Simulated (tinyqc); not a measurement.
# Changing the lifetime at T = 0, tau_0

Model: decay of LO phonons and the hot-phonon bottleneck in the cooling of electrons. Computed by tinyqc, a small Python program. Command: `OMP_NUM_THREADS=1 python tinyqc.py 3026632 3026633 out.jsonl hotphonon sweep`. One thread of a shared host (Intel(R) Xeon(R) Processor @ 2.30GHz), about 0.01 s of CPU time with the checks.

n(E, T) = 1/(exp(E/(k_B T)) - 1) is the Bose occupation. Electrons have a temperature T_e; the LO modes within their reach share one occupation N; the decay products stay at the lattice temperature.

Inputs (values chosen for the exercise, modelled on indium phosphide):
```
quantity                                             value    unit
LO energy hbar omega                                  42.8     meV
weight b of the three-phonon channel                 0.066       -
lattice temperature T                                  300       K
electron mass m*                                    0.0808     m_0
eps_inf                                               9.65       -
static dielectric constant eps_s                      12.5       -
electron density n                                 6.6e+18  1/cm^3
density of LO modes that the electrons reach, N_m  3.4e+18  1/cm^3
power supplied per electron P                         0.49      nW
```

Decay channel: two equal phonons plus a three-phonon channel.

Constants: k_B = 8.617333262e-05 eV/K; c = 299792458 m/s; e^2/(4 pi eps_0) = 14.39964548 eV angstrom; hbar^2/(2 m_0) = 3.80998212 eV angstrom^2; hbar = 6.582119569e-16 eV s; e = 1.602176634e-19 C.

Method:
- Decay rate 1/tau = (1/tau_0) [1 + 2 n_2 + b (1 + 3 n_3 + 3 n_3^2)]/(1 + b), n_2 = n(hbar omega/2), n_3 = n(hbar omega/3).
- Full width Gamma = 1/(2 pi c tau) in 1/cm, c in cm/s.
- Froehlich coupling alpha = (e^2/(4 pi eps_0)) (1/eps_inf - 1/eps_s) k_0/(2 hbar omega), k_0 = sqrt(m* hbar omega/(hbar^2/(2 m_0))); emission time tau_sp = hbar/(2 alpha hbar omega); bottleneck ratio r = (n/N_m) tau/tau_sp.
- Net emission per electron: [(N + 1) x - N]/tau_sp with x = exp(-hbar omega/(k_B T_e)), a simple two-level balance; steady state of the modes: n [(N + 1) x - N]/tau_sp = N_m (N - N_0)/tau; power per electron P = hbar omega [(N + 1) x - N]/tau_sp.
- With p = P tau_sp/(hbar omega): N = N_0 + r p and x = (p + N)/(N + 1); without hot phonons N = N_0. The mode temperature T_LO solves n(hbar omega, T_LO) = N.

One run for each value; columns: (1) lifetime at T = 0, tau_0 (ps); (2) electron temperature T_e (K); (3) mode temperature T_LO (K); (4) Raman width Gamma (1/cm); (5) bottleneck ratio r:
```
(1)       (2)     (3)     (4)     (5)
0.10   306.35  302.82  161.97    0.99
0.21   309.43  305.90   77.13    2.08
0.45   316.12  312.59   35.99    4.46
0.97   330.43  326.90   16.70    9.61
2.10   360.80  357.23    7.71   20.81
4.40   420.43  416.74    3.68   43.59
9.40   544.40  540.32    1.72   93.13
20.00  796.46  791.39    0.81  198.16
```

Describe and explain the trends.

Over the rows, electron temperature T_e (K) rises from 306 to 796 (exponent d ln y / d ln x 0.014 between the first rows and 0.50 between the last); mode temperature T_LO (K) rises from 303 to 791 (exponent d ln y / d ln x 0.014 between the first rows and 0.51 between the last); Raman width Gamma (1/cm) falls from 162 to 0.810 (exponent d ln y / d ln x about -1.00 throughout). The exponent of Raman width Gamma stays at -1: the width is the inverse lifetime. A short-lived phonon is good for cooling: it leaves before it can be reabsorbed.

Caution (all rows): the electrons are degenerate; Pauli blocking and the Fermi energy, left out here, matter.
